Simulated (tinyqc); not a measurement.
Long-channel MOSFET, surface-potential model: one step of the calculation.

n-channel transistor on a uniformly doped p-type body, gradual-channel approximation, constant mobility, Boltzmann statistics, full ionisation. Potentials are counted from the neutral body; V is the electron quasi-Fermi potential, Vsb at the source and Vsb + Vds at the drain. Charges are magnitudes per area.

Problem. Charges and current of the charge-sheet model. psi_0 and psi_L solve Vgs + Vsb - Vfb - psi = gamma sqrt(G) at V = Vsb and Vsb + Vds. Qi = Cox gamma [sqrt(G) - sqrt(psi - Vt)], G = psi - Vt + Vt exp((psi - 2 phiF - V)/Vt), at both ends. With U = Vgs + Vsb - Vfb: drift = mu (W/L) Cox [U (psi_L - psi_0) - (psi_L^2 - psi_0^2)/2 - (2/3) gamma ((psi_L - Vt)^1.5 - (psi_0 - Vt)^1.5)]; diffusion = mu (W/L) Vt (Qi0 - QiL).

Parameters, values chosen for the exercise; material values those of a made-up semiconductor:

| symbol | value | unit | meaning |
|---|---|---|---|
| T | 293 | K | temperature |
| Vfb | -1.26 | V | flat-band voltage |
| mu | 630 | cm^2/(V s) | channel mobility |
| W | 10 | um | gate width |
| L | 2 | um | gate length |
| Vsb | 0.3 | V | source-body reverse bias |
| Vgs | 0.84 | V | gate-source voltage |
| Vds | 1.2 | V | drain-source voltage |

Constants: q = 1.602176634e-19 C, kB = 1.380649e-23 J/K, Vt = kB T/q. Results are converted to the units shown.

psi_0 = 2.0774979 V
psi_L = 2.2430954 V
phiF = 0.81717824 V
Cox = 1.7033771 uF/cm^2
gamma = 0.10535859 V^0.5

Give: Qi0; QiL; drift current; diffusion current; drain current.

Solution.

Qi0 = 292.2 nC/cm^2
QiL = 7.112e-16 nC/cm^2
drift current = 76.21 uA
diffusion current = 23.24 uA
drain current = 99.45 uA

Drift carries 76.6 % of the current. The drain end is pinched off: its charge is under 1 % of that at the source.

tinyqc, about 0.06 s, one thread, Intel Xeon 2.30GHz (shared host): `OMP_NUM_THREADS=1 python tinyqc.py 2360132 2360133 out.jsonl`
